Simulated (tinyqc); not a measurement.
Which face: thin-body film or fin with hard walls, valleys of the Si type.

Six ellipsoidal valleys with their long axes along the cube axes, mass ml along the axis and mt across it. For a valley whose axis makes the angle theta with the surface normal, 1/m_z = cos^2(theta)/ml + sin^2(theta)/mt sets the confinement; in the plane the masses are m_1 = mt and m_2 = ml mt/m_z, and m_d = sqrt(m_1 m_2).

A film of thickness t between hard walls, flat band inside: E_n = c (n pi/t)^2/m_z above the bulk edge, c = hbar^2/2m0. Without degeneracy the sheet density is N2 exp((EF - Ec)/kB T) with N2 = sum_i g m_d/(2 pi c) kB T exp(-E_i/kB T) over n = 1 to 40 of each group; a classical film has t Nc with Nc = 2 g_all (m_dos kB T/(4 pi c))^(3/2), m_dos = (ml mt^2)^(1/3). The threshold shift is dVt = kB T ln(t Nc/N2).

Constants: hbar^2/2m0 = 3.80998211 eV angstrom^2; kB = 8.617333262e-05 eV/K.

Parameters, chosen for this exercise (near those of Si; shifted at random, so the results belong to these values and not to a real crystal):
- ml = 0.921 m0 (longitudinal mass)
- mt = 0.187 m0 (transverse mass)
- T = 300 K (temperature)
- t = 78 angstrom (body thickness)
- g_all = 6 (number of valleys)

The same thickness on four faces; m_1 and m_2 are the in-plane masses of the lowest group.

Results:

| face | valleys of lowest | m_z | E1 (eV) | share (%) | dVt (mV) | m_1 | m_2 |
|---|---|---|---|---|---|---|---|
| (100) | 2 | 0.9210 | 0.0067 | 49.5 | 19.0 | 0.187 | 0.187 |
| (110) | 4 | 0.3109 | 0.0199 | 73.6 | 20.2 | 0.187 | 0.554 |
| (111) | 6 | 0.2546 | 0.0243 | 100.0 | 20.4 | 0.187 | 0.676 |
| (211) | 2 | 0.3990 | 0.0155 | 40.9 | 20.2 | 0.187 | 0.432 |

The threshold shift is smallest on (100) (19.0 mV) and largest on (111) (20.4 mV). The lowest E1 belongs to (100), the same face: the heavy m_z outweighs the smaller number of valleys. Since m_z m_1 m_2 = ml mt^2 on every face, a heavy confinement mass comes with light masses in the plane.

Computed by tinyqc, a small Python program: `OMP_NUM_THREADS=1 python tinyqc.py 1252492 1252493 out.jsonl` (the numbers bound the seed that draws the inputs); one thread of a shared host (Intel(R) Xeon(R) Processor @ 2.30GHz), about 0.01 s for the whole set of steps.
